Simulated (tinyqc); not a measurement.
Angle series: uniform film or islands? Model: X-ray photoelectron analysis of a thin oxide on a semiconductor: attenuation lengths, thickness, angle series and band offsets. Computed by tinyqc, a small Python program. Command: `OMP_NUM_THREADS=1 python tinyqc.py 3113077 3113078 out.jsonl xps walk`. One thread of a shared host (Intel(R) Xeon(R) Processor @ 2.30GHz), about 0.01 s of CPU time with the checks.

The same element is seen in the oxide and in the substrate, at nearly the same kinetic energy; films are flat and uniform, and the work function is ignored.

Inputs (values chosen for the exercise, modelled on SiO2 on silicon):

| quantity | value | unit |
|---|---|---|
| photon energy | 1486.6 | eV |
| binding energy of the core level | 99.4 | eV |
| oxide density | 2.14 | g/cm^3 |
| oxide formula mass | 60.08 | g/mol |
| valence electrons per oxide formula | 16 | - |
| oxide gap | 8.84 | eV |
| substrate density | 2.33 | g/cm^3 |
| substrate formula mass | 28.09 | g/mol |
| valence electrons per substrate formula | 4 | - |
| substrate gap | 1.12 | eV |
| oxide thickness d | 5.6 | nm |
| emission angle from the normal | 60 | degrees |
| attenuation length over inelastic mean free path | 0.88 | - |
| carbon overlayer | 0.53 | nm |

Method:
- TPP-2M: lambda = E/(E_p^2 [b ln(c E) - C/E + D/E^2]) in angstrom, E_p = 28.8 sqrt(N_v rho/M), b = -0.10 + 0.944/sqrt(E_p^2 + E_g^2) + 0.069 rho^0.1, c = 0.191/sqrt(rho), U = N_v rho/M, C = 1.97 - 0.91 U, D = 53.4 - 20.8 U, with E = photon energy less binding energy in eV.
- Attenuation length L = factor x lambda.
- R_0 = (rho_o/M_o) L_o/((rho_s/M_s) L_s); peak ratio R = I_ox/I_sub = R_0 [exp(d/(L_o cos theta)) - 1]; hence d = L_o cos theta ln(1 + R/R_0). A carbon layer weakens both peaks alike, by exp(-d_C/(L_o cos theta)) if its L is taken equal to L_o. This R_0 leaves out intrinsic losses from the substrate peak, so calibrated values can be larger.
- Islands: half of the surface carries 2 d and half none, R = R_0 (1/2)(1 - t)/(1/2 + t/2) with t = exp(-2 d/(L_o cos theta)); the apparent thickness is read with the uniform formula.

R_0 = 0.541808

L in the oxide = 3.43063 nm

Against the angle:

| theta (degrees) | R, uniform | R, islands | apparent d, islands (nm) |
|---|---|---|---|
| 0 | 2.23 | 0.50193 | 2.2493 |
| 20 | 2.54 | 0.50924 | 2.1362 |
| 35 | 3.43 | 0.52204 | 1.8961 |
| 45 | 4.91 | 0.53120 | 1.6576 |
| 55 | 8.79 | 0.53817 | 1.3573 |
| 65 | 25.24 | 0.54133 | 1.0043 |
| 75 | 296.56 | 0.54180 | 0.6155 |

What follows from these numbers?

A uniform film gives d = 5.6 nm at every angle. The island film of the same volume reads 2.25 nm at normal emission and 0.615 nm at 75 degrees; its ratio cannot pass R_0, since the bare half always shows the substrate. Caution: beyond about 60 degrees elastic scattering and roughness make a single attenuation length unreliable.

Extremes, crossings and ranges named in words are read from the listed rows.
